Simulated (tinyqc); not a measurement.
# Grain-boundary trapping model (Seto) of a polycrystalline semiconductor film, step by step

A worked calculation. Computed by tinyqc, a small Python program that keeps every step. Command: `OMP_NUM_THREADS=1 python tinyqc.py 3029683 3029684 out.jsonl poly walk`. One thread of a shared host (Intel(R) Xeon(R) Processor @ 2.30GHz), about 0.01 s of CPU time with the checks. Intermediate numbers are printed to about 7 digits and carried at full precision; extremes and crossings named in words are read from the listed rows.

Grains of equal size L are joined by thin boundaries with one trap level. Trapped carriers deplete a width W on each side and raise a barrier, crossed by thermionic emission. Dopants are fully ionised, statistics are non-degenerate and mu_g does not depend on T.

Inputs (values chosen for the exercise, modelled on polycrystalline germanium): permittivity eps = 16; effective mass m = 0.2 m_0; effective density of states at 300 K, N_c = 6.2e+18 1/cm^3; grain size L = 21 nm; trap density Q_t = 4.4e+11 1/cm^2; trap level E_t below the band edge = 0.22 eV; doping N = 3.4e+16 1/cm^3; mobility inside the grains mu_g = 440 cm^2/(V s); temperature T = 250 K.

Grain interior: resistance included.

Constants: e = 1.602176634e-19 C; eps_0 = 8.8541878128e-12 F/m; k_B = 8.617333262e-05 eV/K; m_0 = 9.1093837015e-31 kg; k_B = 1.380649e-23 J/K.

## Critical doping

If all traps fill, the grain is just depleted at N* = Q_t/L, with the barrier e Q_t L/(8 eps eps_0).

N* = 2.095238e+17 1/cm^3

barrier at N* with all traps filled = 0.01306242 V

The traps stay filled only while e V_B is below E_t - k_B T ln(N_c(T)/N*) = 0.153 eV. The barrier above stays below that, so nearly all traps can fill.

## Barrier

N_c(T) = N_c (T/300 K)^(3/2). Filled traps Q = Q_t/(1 + (1/2) exp((E_t* - E_F)/k_B T)), where E_t* = e V_B - E_t and E_F are counted from the band edge at the grain centre. Partial depletion: Q = 2 N W, V_B = e N W^2/(2 eps eps_0), E_F = k_B T ln(N/N_c); solve for W. If that W would exceed L/2 the grain is fully depleted: W = L/2, Q = N L, and E_F follows from the trap equation. Centre density n_0 = N_c exp(E_F/k_B T).

depletion width W = 10.5 nm

barrier V_B = 0.002119675 V

E_F = -0.2681746 eV

centre density n_0 = 1.851223e+13 1/cm^3

The grain is fully depleted, and n_0 is 5.44e-4 of N.

## Resistivity and effective mobility

Boundary: sigma_b = L e^2 n_0 exp(-e V_B/k_B T)/sqrt(2 pi m k_B T); drift through the grain, depleted parts included: rho_g = [(1 - 2W/L) + (2W/L) int_0^1 exp(y^2 s^2) ds]/(e n_0 mu_g); rho = 1/sigma_b + rho_g. Mean carrier density n_av = n_0 [(1 - 2W/L) + (2W/L) (sqrt(pi)/2) erf(y)/y], y = sqrt(e V_B/k_B T); effective mobility 1/(e n_av rho).

boundary resistivity = 695.0133 ohm cm

drift resistivity rho_g = 792.1545 ohm cm

resistivity rho = 1487.168 ohm cm

mean carrier density = 1.792259e+13 1/cm^3

effective mobility = 234.1687 cm^2/(V s)

A single crystal with the same N and mu_g would have 0.417 ohm cm, a factor 3560 lower.

## Activation energy

E_a = d ln(rho)/d(1/k_B T) from T - 5 K and T + 5 K; temperature coefficient d ln(rho)/dT.

activation energy E_a = 0.2465311 eV

temperature coefficient = -4.579231 %/K

E_a is close to the trap depth E_t = 0.22 eV, since carriers must leave the traps.

## Against the doping

The formulas are those given above.

The same film:
```
N (1/cm^3)    W (nm)     V_B (V)  mean density (1/cm^3)  mobility (cm^2/(V s))  rho (ohm cm)
6.30e+15    10.50000  0.00039276           2.717915e+12               240.1593  9.562121e+03
2.10e+16    10.50000  0.00130921           1.004857e+13               237.0078  2.620733e+03
5.20e+16    10.50000  0.00324186           3.164052e+13               230.1631  8.570582e+02
1.00e+17    10.50000  0.00623434           9.626052e+13               219.1173  2.959135e+02
1.70e+17    10.50000  0.01059837           5.225529e+14               202.3232  5.903556e+01
2.50e+17     8.79494  0.01093496           2.193727e+17               198.0537  1.436560e-01
4.20e+17     5.23663  0.00651277           4.006764e+17               212.8042  7.320076e-02
8.40e+17     2.61873  0.00325742           8.299033e+17               226.1404  3.325708e-02
2.10e+18     1.04757  0.00130317           2.095851e+18               235.0897  1.266764e-02
8.40e+18     0.26190  0.00032581           8.398949e+18               239.8544  3.098254e-03
```

The barrier peaks among these rows at N = 2.5e17 (0.011 V) and the mobility has its minimum at 2.5e17; N* is 2.1e17. While the grain is fully depleted (W = L/2) V_B grows as N; once all traps are filled it falls as 1/N (last exponent -1.00). Partly depleted rows (W < L/2) with e V_B below 2 k_B T stretch the depletion approximation. Where N approaches N_c the non-degenerate statistics fail. rho drops most steeply, as N^-15.6, between 1.7e17 and 2.5e17.

Checks made by the program: charge in the traps against the depleted charge (relative difference below 1e-10).
